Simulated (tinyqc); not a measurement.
# Specific resistance of a metal-semiconductor contact and its transmission-line measurement, step by step

A worked calculation. Computed by tinyqc, a small Python program that keeps every step. Command: `OMP_NUM_THREADS=1 python tinyqc.py 3000218 3000219 out.jsonl contact walk`. One thread of a shared host (Intel(R) Xeon(R) Processor @ 2.30GHz), about 0.01 s of CPU time with the checks. Intermediate numbers are printed to about 5 digits and carried at full precision; extremes and crossings named in words are read from the listed rows.

The barrier is parabolic (depletion approximation), energies E are normal energies counted from the band edge in the neutral semiconductor (downwards for holes), and the bias is zero. xi is an input, held fixed when other inputs move.

Inputs (values chosen for the exercise, modelled on p-type silicon):
```
quantity                                           value          unit
tunnelling mass m                                   0.35           m_0
permittivity eps                                    11.7             -
Richardson constant A*                              30.4  A/(cm^2 K^2)
barrier height phi_B                                0.55            eV
doping N                                         1.2e+20        1/cm^3
Fermi level above the band edge in the bulk, xi    0.079            eV
temperature T                                        200             K
sheet resistance R_sh                                300           ohm
contact length d                                    0.63    micrometre
contact width W                                      3.1    micrometre
```

Image-force lowering: included.

Constants: hbar = 1.054571817e-34 J s; eps_0 = 8.8541878128e-12 F/m; m_0 = 9.1093837015e-31 kg; k_B = 8.617333262e-05 eV/K; e = 1.602176634e-19 C.

## Tunnelling energy and barrier

E_00 = (e hbar/2) sqrt(N/(eps eps_0 m)); band bending E_b = phi_B + xi; depletion width w = sqrt(2 eps eps_0 E_b/(e^2 N)). Image lowering d_phi = (e^3 N E_b/(8 pi^2 (eps eps_0)^3))^(1/4) (E_b in volts), and E_b - d_phi replaces E_b everywhere except in w.

E_00 = 100.51 meV

E_00/k_B T = 5.8316

depletion width = 2.6035 nm

barrier used, above the bulk band edge = 0.38514 eV

By the usual rule this is field emission (E_00 > 5 k_B T).

## Transmission and supply

WKB transmission for E < E_b, with a = E/E_b: D = exp{-(E_b/E_00) [sqrt(1 - a) - a ln((1 + sqrt(1 - a))/sqrt(a))]}; D = 1 above. f = 1/(1 + exp((E - xi)/k_B T)).

E, D, f and D f at E/E_b = 0.05, 0.15, 0.3, 0.45, 0.6, 0.75, 0.9, 0.98:
```
E/E_b   E (eV)        D           f         D f
0.05   0.01926  0.03624  9.6972e-01  3.5142e-02
0.15   0.05777  0.07338  7.7413e-01  5.6802e-02
0.30   0.11554  0.16281  1.0714e-01  1.7445e-02
0.45   0.17331  0.30219  4.1842e-03  1.2644e-03
0.60   0.23108  0.49188  1.4710e-04  7.2354e-05
0.75   0.28885  0.71370  5.1511e-06  3.6764e-06
0.90   0.34663  0.92083  1.8036e-07  1.6608e-07
0.98   0.37744  0.99277  3.0181e-08  2.9963e-08
```

Among these points D f is largest at E/E_b = 0.15; for a non-degenerate tail the peak lies at E/E_b = 1/cosh^2(E_00/k_B T) = 0.000, but it cannot fall far below the Fermi level.

## Specific contact resistance

At zero bias 1/rho_c = (e A*/k_B^2) int D(E) f(E) dE, f = 1/(1 + exp((E - xi)/k_B T)); 200 Gauss-Legendre points from 0 to E_b, and k_B T ln(1 + exp((xi - E_b)/k_B T)) for the part above the barrier; the share of tunnelling is the part below.

specific contact resistance rho_c = 4.7185e-08 ohm cm^2

share of tunnelling = 100.000 %

rho_c by thermionic emission alone = 0.73423 ohm cm^2

Tunnelling lowers rho_c by a factor 1.56e7. The field-emission exponent (E_b - xi)/E_00 is 3.0, the thermionic one (E_b - xi)/k_B T is 17.8.

## Current crowding

Transmission-line model: transfer length L_T = sqrt(rho_c/R_sh); R_c = (R_sh L_T/W) coth(d/L_T). Limits: rho_c/(W d) for d << L_T, sqrt(rho_c R_sh)/W for d >> L_T.

transfer length L_T = 0.12541 micrometre

d/L_T = 5.0234

contact resistance R_c = 12.138 ohm

R_c W = 37.627 ohm micrometre

short-contact limit = 2.4160 ohm

long-contact limit = 12.137 ohm

The contact is long: current crowds at the front edge, and more length does not help.

## A transmission-line measurement read back

Transmission-line model: transfer length L_T = sqrt(rho_c/R_sh); R_c = (R_sh L_T/W) coth(d/L_T). Two contacts a gap s apart give R = 2 R_c + R_sh s/W. A straight-line fit gives R_sh from the slope and R_c from the intercept; the simple reading takes L_x = R_c W/R_sh as the transfer length and rho_c = R_sh L_x^2.

Resistances:
```
gap s (micrometre)  R (ohm)
0.13                  36.86
0.25                  48.47
0.50                  72.66
1.00                 121.05
2.00                 217.82
```

L_x = 0.12542 micrometre

rho_c by the simple reading = 4.7193e-08 ohm cm^2

simple reading over true value = 1.0002

The simple reading is right, since coth(d/L_T) is 1 for so long a contact.

Checks made by the program: closed WKB exponent against numerical integration over the parabolic barrier (relative difference below 1e-10).
